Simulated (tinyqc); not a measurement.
# Frequency dispersion of an accumulation capacitance by border traps, distributed model: two studies

Traps spread evenly through the insulator exchange electrons with the semiconductor by tunnelling, with tau(x) = t0 exp(2 ka x) at depth x from the interface. The admittance per area Y seen at depth x obeys dY/dx = -Y^2/(i w eps0 eox) + q Nb ln(1 + i w tau)/tau, with Y(0) = i w Cs and w = 2 pi f; the gate sees Y(tox) = G + i w C. Working variable y = Y/(i w), in uF/cm^2. Cox = eps0 eox/tox.

Inputs (values chosen for the exercise); permittivity close to that of aluminium oxide: relative permittivity of the insulator eox = 8.13; insulator thickness tox = 4.3 nm; semiconductor capacitance in accumulation Cs = 0.7 uF/cm^2; density of border traps Nb = 4e19 cm^-3 eV^-1; decay constant of the wave function in the insulator ka = 4.1 1/nm; time constant of a trap at the interface t0 = 5e-11 s; frequency f = 1000 Hz.

Constants: q = 1.602176634e-19 C, eps0 = 8.8541878128e-14 F/cm where lengths are in cm. Results are converted to the units shown.

Each table varies one quantity; the others keep the values above.

## Capacitance and loss against frequency

Cox; trap-free value 1/(1/Cox + 1/Cs); response depth d = ln(1/(w t0))/(2 ka), where w tau = 1; lumped estimate: all traps within d act as C_bt = q Nb d placed at d/2, so C = 1/{1/[1/(1/Cs + d/(2 eps0 eox)) + C_bt] + (tox - d/2)/(eps0 eox)}. C and G from a fine integration; dispersion -d C/d log10 f over C, from f times and over 1.1. For a broad spread of time constants G/w is close to -(pi/2) dC/d ln w.

The same in every row: trap-free C (uF/cm^2) = 0.4936.

Result of one run:
```
f (Hz),d (nm),C (uF/cm^2),G/w (uF/cm^2),dispersion (% a decade),-(pi/2) dC/d ln w (uF/cm^2),lumped C (uF/cm^2)
10,2.388,1.203,0.06071,7.380,0.06055,1.117
```

What becomes of these results when the frequency f is changed from 10 to 1e6 Hz, all else the same?

Result of the changed run:
```
f (Hz),d (nm),C (uF/cm^2),G/w (uF/cm^2),dispersion (% a decade),-(pi/2) dC/d ln w (uF/cm^2),lumped C (uF/cm^2)
1e6,0.9836,0.8085,0.05079,9.182,0.05064,0.7697
```

The whole series:
```
f (Hz),d (nm),C (uF/cm^2),G/w (uF/cm^2),dispersion (% a decade),-(pi/2) dC/d ln w (uF/cm^2),lumped C (uF/cm^2)
10,2.388,1.203,0.06071,7.380,0.06055,1.117
100,2.107,1.117,0.05692,7.453,0.05677,1.047
1000,1.826,1.036,0.05409,7.636,0.05395,0.9784
10000,1.545,0.9581,0.05213,7.956,0.05200,0.9097
1e5,1.264,0.8828,0.05102,8.451,0.05089,0.8404
1e6,0.9836,0.8085,0.05079,9.182,0.05064,0.7697
1e7,0.7028,0.7339,0.05146,10.25,0.05134,0.6966
```

C falls from 1.203 to 0.7339 uF/cm^2, towards the trap-free 0.4936; each decade of frequency removes ln 10/(2 ka) = 0.281 nm from the response depth. The dispersion rises from 7.38 to 10.3 % a decade and G/w goes from 0.0607 through a minimum of 0.0508 (at f = 1e6 Hz among the rows listed) to 0.0515 uF/cm^2. G/w stays at 1.00 times -(pi/2) dC/d ln w, the relation for a broad spread of time constants.

## Effect of the semiconductor capacitance in accumulation

Same model as above.

The same in every row: d (nm) = 1.826.

Effect of the semiconductor capacitance in accumulation:
```
Cs (uF/cm^2),C (uF/cm^2),G/w (uF/cm^2),dispersion (% a decade),-(pi/2) dC/d ln w (uF/cm^2),lumped C (uF/cm^2),trap-free C (uF/cm^2)
0.2,0.8972,0.06170,10.05,0.06152,0.8313,0.1787
0.39,0.9556,0.05842,8.937,0.05826,0.8936,0.3163
0.75,1.047,0.05348,7.469,0.05335,0.9905,0.5180
1.4,1.168,0.04728,5.919,0.04717,1.118,0.7624
2.8,1.326,0.03978,4.386,0.03969,1.283,1.048
5.4,1.469,0.03357,3.340,0.03348,1.430,1.278
10,1.575,0.02932,2.719,0.02922,1.539,1.434
20,1.656,0.02630,2.319,0.02619,1.621,1.545
```

What does the comparison show, and why?

As Cs goes from 0.2 to 20, C rises from 0.897 to 1.66 uF/cm^2, the dispersion falls from 10.1 to 2.32 % a decade and G/w falls from 0.0617 to 0.0263 uF/cm^2. The lumped estimate is 7.3 % below C in the first row and 2.1 % below it in the last. The same traps disperse C more when Cs is small, since they then add to the weaker series term.

Numbers from tinyqc (`OMP_NUM_THREADS=1 python tinyqc.py 2202056 2202057 out.jsonl`; about 0.4 s on one thread of a shared Intel Xeon 2.30GHz).
